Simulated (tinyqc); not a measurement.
Short-period [001] superlattice in sp3s* tight binding: sweeps and comparisons. A value that a table varies takes the place of the one given here.

Planes alternate anion, cation along [001], a/4 apart; at zero in-plane momentum s, pz, s* form one block. All levels of A are shifted so that its Ev (lower root of [[Epa, Vxx], [Vxx, Epc]]) is 0, and those of B so that its Ev is -dEv. A monolayer is an anion plane and the cation plane above it; an anion between unlike cations takes the mean of the two anion levels; each bond takes the couplings of its cation. Block from an anion to the cation above: U with Vss/2 (s,s), Vsapc/2 (s,z), -Vscpa/2 (z,s), Vxx/2 (z,z), Vxapc/2 (s*,z), -Vpaxc/2 (z,s*); to the cation below: the same with the s-z and s*-z signs reversed. The cell of n + m monolayers is closed with the phase exp(2 pi i q). No spin-orbit coupling. In this block 2 (n + m) levels are filled.

For the two lowest empty levels at q = 0: energy, share of the cation weight on A, and Gamma character, the share of the cation amplitudes with Fourier index |j|/(n + m) < 1/4 along the stack (near 1: Gamma-like, near 0: folded from X).

Parameters, chosen for this exercise (A near a published set for GaAs, B for AlAs; shifted at random, so the results belong to these values and not to a real crystal):

| symbol | value | unit | meaning |
|---|---|---|---|
| pA | (-8.324, 1.042, -2.654, 3.669, 8.586, 6.745, -6.469, 1.95, 5.071, 4.472, 5.791, 4.853, 4.821) | eV | order Esa, Epa, Esc, Epc, Exa, Exc, Vss, Vxx, Vxy, Vsapc, Vscpa, Vxapc, Vpaxc |
| pB | (-7.548, 0.984, -1.163, 3.585, 7.492, 6.735, -6.654, 1.873, 4.303, 5.117, 5.492, 4.529, 5.003) | eV | the same for B |
| dEv | 0.57 | eV | valence offset: Ev(B) lies this far below Ev(A) |
| a | 5.648 | angstrom | lattice constant, taken common; strain is left out |
| nw | 12 |  | monolayers of A |
| n2 | 11 |  | monolayers of A |
| m2 | 5 |  | monolayers of B |

## Equal layers of growing thickness

n = m.

Lowest empty levels:

| n = m | layer (angstrom) | E1 (eV) | on A | Gamma | E2 (eV) | on A | Gamma |
|---|---|---|---|---|---|---|---|
| 2 | 5.6 | 1.8433 | 0.38 | 0.02 | 1.9393 | 0.68 | 0.91 |
| 3 | 8.5 | 1.8024 | 0.16 | 0.00 | 1.9086 | 0.73 | 0.93 |
| 4 | 11.3 | 1.7601 | 0.09 | 0.02 | 1.8778 | 0.19 | 0.00 |
| 6 | 16.9 | 1.7228 | 0.03 | 0.01 | 1.7804 | 0.09 | 0.00 |
| 8 | 22.6 | 1.7112 | 0.02 | 0.01 | 1.7355 | 0.03 | 0.00 |
| 10 | 28.2 | 1.7075 | 0.04 | 0.04 | 1.7141 | 0.01 | 0.00 |
| 12 | 33.9 | 1.6886 | 0.96 | 0.99 | 1.7045 | 0.01 | 0.00 |
| 14 | 39.5 | 1.6667 | 0.97 | 0.99 | 1.7004 | 0.00 | 0.00 |
| 18 | 50.8 | 1.6375 | 0.98 | 1.00 | 1.6976 | 0.00 | 0.00 |

What can be read from the table?

At zero in-plane momentum (the in-plane X valleys are left out) the lowest level is X-like for n = 2, 3, 4, 6, 8 and 10 and Gamma-like for the others (a Gamma weight between about 0.35 and 0.65 marks an even mixture, at the crossover). Thin layers push the light Gamma electron up past the heavy X electron, whose share on A runs from 0.02 to 0.38, so for n = 3, 4, 6, 8 and 10 it lies apart from the holes in A (type II); the crossover lies between n = 10 and 12. The crossover moves with dEv and with the electron mass, which this model makes too heavy, so it comes at thinner layers than in the real system. At n = 18 the lowest level lies 0.068 eV above the lowest bulk edge of the two crystals, with 98 % of its cation weight on A.

## Miniband width against barrier thickness

nw monolayers of A and m of B; lowest empty level at q = 0 and q = 1/2. The decay constant is ln(width(4)/width(6)) over two monolayers, each a/2 thick.

Lowest miniband:

| m | E(q = 0) (eV) | E(q = 1/2) (eV) | width (meV) | Gamma character |
|---|---|---|---|---|
| 1 | 1.6160 | 1.7544 | 138.395 | 0.99 |
| 2 | 1.6464 | 1.7302 | 83.806 | 1.00 |
| 3 | 1.6636 | 1.7139 | 50.313 | 1.00 |
| 4 | 1.6733 | 1.7045 | 31.199 | 0.99 |
| 5 | 1.6799 | 1.6977 | 17.841 | 1.00 |
| 6 | 1.6830 | 1.6947 | 11.609 | 0.98 |
| 8 | 1.6867 | 1.6909 | 4.128 | 0.98 |

decay constant = 0.1750 1/angstrom

How do the results move?

The width falls from 138.4 to 4.13 meV, as exp(-kappa d) with kappa = 0.175 1/angstrom, which stands for the decay constant of the barrier at this energy: each monolayer costs a factor 1.64. The level at q = 0 rises by 71 meV towards that of a single well.

## What each change does

A cell with n = n2 and m = m2. Each row changes one parameter from the base and keeps the others.

Results:

| case | E1 (eV) | A share 1 | Gamma 1 | E2 (eV) | A share 2 | Gamma 2 |
|---|---|---|---|---|---|---|
| base | 1.6925 | 0.95 | 0.99 | 1.7369 | 0.03 | 0.00 |
| n2 = 13 | 1.6691 | 0.96 | 1.00 | 1.7368 | 0.04 | 0.00 |
| m2 = 7 | 1.6990 | 0.95 | 0.99 | 1.7159 | 0.01 | 0.00 |
| dEv = 0.67 eV | 1.6405 | 0.03 | 0.00 | 1.6858 | 0.94 | 0.99 |

What does this show?

The largest shifts from the base row, up to three for each result and ties (the steps differ in size, so this ranks the rows, not the parameters). E1 (eV): dEv -0.0520, n2 -0.0234, m2 +0.0065. A share 1: dEv -0.92, n2 +0.01; unchanged at the printed digits by m2. Gamma 1: dEv -0.99, n2 +0.00; unchanged at the printed digits by m2. E2 (eV): dEv -0.0511, m2 -0.0210, n2 -0.0001. A share 2: dEv +0.91, m2 -0.02, n2 +0.00. Gamma 2: dEv +0.99; unchanged at the printed digits by n2 and m2.

tinyqc: `OMP_NUM_THREADS=1 python tinyqc.py 1481020 1481021 out.jsonl`; about 0.4 s, one thread, shared Intel(R) Xeon(R) Processor @ 2.30GHz.
